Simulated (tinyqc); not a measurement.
p-type polysilicon, carrier trapping at grain boundaries: one step of the calculation.

One-dimensional grains of size Lg, uniform ionised doping N, monovalent traps Qt at each boundary at a depth Et below (for electrons) or above (for holes) the band edge there, abrupt depletion of width W on each side of a boundary, Boltzmann statistics. xi is the distance from the band edge at the grain centre to the Fermi level. Trapped charge Qt/(1 + exp((xi + VB - Et)/Vt)) = 2 N W, barrier VB = q N W^2/(2 eps0 eps_r).

Problem. Resistivity and effective mobility. n0 = NB exp(-xi/Vt); mean density n0 (1 - 2 W/Lg) by charge balance in a partly depleted grain, and n0 (sqrt(pi)/2) erf(u)/u with u = sqrt(VB/Vt) in a fully depleted one; v = sqrt(kB T/(2 pi ms m0)); barrier resistivity Vt exp(VB/Vt)/(q fe n0 v Lg); grain resistivity (1 - 2 W/Lg)/(q n0 mug); effective mobility 1/(q mean density total resistivity).

Inputs (values chosen for the exercise); values of the order met in polycrystalline silicon: temperature T = 300 K; valence-band density of states at T NB = 2.65e19 cm^-3; grain size Lg = 160 nm; mass for thermionic emission ms = 0.5 m0; correction factor of the emission rate fe = 0.12; mobility inside the grains mug = 62 cm^2/(V s).

Constants: q = 1.602176634e-19 C, kB = 1.380649e-23 J/K, m0 = 9.1093837015e-31 kg, Vt = kB T/q. Results are converted to the units shown.

W = 80 nm
xi = 0.32999283 V
VB = 0.039592759 V

Give: n0; mean density; v; barrier resistivity; grain resistivity; resistivity; effective mobility.

Solution.

n0 = 7.579e13 cm^-3
mean density = 4.993e13 cm^-3
v = 3.804e6 cm/s
barrier resistivity = 1348 ohm cm
grain resistivity = 0.000 ohm cm
resistivity = 1348 ohm cm
effective mobility = 92.73 cm^2/(V s)

The resistivity is 107 times that of a single crystal with the same N and mobility mug, and the mean density is 0.624 % of N. The effective mobility exceeds mug only because drift through the depleted grain is left out.

tinyqc, about 0.01 s, one thread, Intel Xeon 2.30GHz (shared host): `OMP_NUM_THREADS=1 python tinyqc.py 2830010 2830011 out.jsonl`
